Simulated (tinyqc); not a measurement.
Conductance of a narrow metal strip with scatterers (square lattice, Green functions), step by step. Values are carried at full precision from step to step, so a last printed digit may differ when a step is redone from the rounded ones.

A strip of W sites across with hard walls, site energy 0 and hopping -t. Mode n = 1 to W has profile chi_n(j) = sqrt(2/(W + 1)) sin(n j pi/(W + 1)) and energy en = -2t cos(n pi/(W + 1)); E = en - 2t cos(kn a). With z_n = exp(i kn a) (Im k > 0 for closed modes, |z| < 1) each lead gives the self-energy -t z_n in mode n. One column carries the site energies v, here a notch at the edge (a site raised out of reach). In the mode basis V_nm = sum_j chi_n(j) v_j chi_m(j), G = (E - en + 2 t z_n - V)^-1, and t_nm = 2t sqrt(sin(kn a) sin(km a)) G_nm in size for open modes. T = sum |t_nm|^2, conductance (2e^2/h) T.

Constants: e^2/h = 3.874045865e-05 S.

Parameters, chosen for this exercise (hopping and spacing of the size met in Cu or Al; the lattice is a model; the results hold for these values, not for the real material):
```
symbol  value          unit      meaning
t       1.53           eV        hopping
a       2.62           angstrom  spacing
W       4                        sites across
E       -0.2           eV        Fermi energy
v       (50, 0, 0, 0)  eV        site energies in the scattering column
```

## Modes at the Fermi energy

For each n: en, cos(kn a) = (en - E)/(2t), z_n and the velocity 2 t a sin(kn a) (zero if closed).

Modes:
```
n  en (eV)  cos(k a)                  z  dE/dk (eV angstrom)
1  -2.4756  -0.74366  -0.74366+0.66856i               5.3600
2  -0.9456  -0.24366  -0.24366+0.96986i               7.7756
3   0.9456   0.37438   0.37438+0.92728i               7.4342
4   2.4756   0.87438   0.87438+0.48525i               3.8903
```

4 of 4 modes are open, so the clean strip has a resistance of 3227 ohm, whatever its length.

## The scatterer in the mode basis

Form V_nm.

V (eV), lower triangle:
```
         n=1      n=2      n=3     n=4
n=1   6.9098
n=2  11.1803  18.0902
n=3  11.1803  18.0902  18.0902
n=4   6.9098  11.1803  11.1803  6.9098
```

A single site couples every mode that has amplitude on it.

## Green function and transmission

E - en + 2 t z_n = 2t (z_n - cos(kn a)). Invert, form |t_nm|^2 = (2t)^2 Im(z_n) Im(z_m) |G_nm|^2 and sum. The added resistance is 1/(2 (e^2/h) T) less the same for the clean strip.

G (1/eV):
```
                 n=1              n=2              n=3              n=4
n=1  -0.0039-0.4085i  -0.0044+0.0896i  -0.0046+0.0937i  -0.0054+0.1107i
n=2  -0.0044+0.0896i  -0.0049-0.2370i  -0.0051+0.1045i  -0.0060+0.1235i
n=3  -0.0046+0.0937i  -0.0051+0.1045i  -0.0053-0.2431i  -0.0063+0.1291i
n=4  -0.0054+0.1107i  -0.0060+0.1235i  -0.0063+0.1291i  -0.0074-0.5210i
```

|t_nm|^2, lower triangle:
```
        n=1     n=2     n=3     n=4
n=1  0.6984
n=2  0.0489  0.4950
n=3  0.0511  0.0922  0.4760
n=4  0.0373  0.0673  0.0704  0.5985
```

T = 3.0024
added resistance = 1072 ohm

Mode 3 passes least (0.690) and mode 1 most (0.836); 24.5 % of the transmitted flux changes mode.

## Checks

- Transmitted plus reflected flux against the number of open modes: both 4.00000.

(tinyqc, `OMP_NUM_THREADS=1 python tinyqc.py 1450873 1450874 out.jsonl`, Intel(R) Xeon(R) Processor @ 2.30GHz, 1 thread, shared host, about 0.01 s.)
